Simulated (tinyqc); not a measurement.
Atomic layer deposition: Langmuir saturation, growth per cycle and coating of deep features: one step, computed by the program tinyqc.

Precursor A sticks only on free sites, so a long enough pulse saturates; co-reactant B then frees the sites again.

Problem. Flux and saturation time. Wall flux F = p/sqrt(2 pi M k_B T); rate of filling k_a = beta F/q; desorption k_d = 1e13 exp(-E_d/(k_B T)) per second. 1/m^2 = 1e-18/nm^2. Temperatures in kelvin are T(C) + 273.15.

Inputs (values chosen for the exercise, modelled on aluminium oxide from trimethylaluminium and water):
```
quantity                                 value    unit
precursor mass M                            72       u
site density q                             4.8  1/nm^2
sticking probability beta on free sites  0.024       -
precursor pressure p                         4      Pa
temperature T                              200       C
desorption energy E_d                     1.61      eV
```

Constants: u = 1.6605390666e-27 kg; k_B = 1.380649e-23 J/K; k_B = 8.617333262e-05 eV/K.

Give: flux F; k_a; k_d; time to 99 % without desorption, ln(100)/k_a.

Solution.

flux F = 57100 1/(nm^2 s)

k_a = 285.50 1/s

k_d = 7.0960e-05 1/s

time to 99 % without desorption, ln(100)/k_a = 0.016130 s
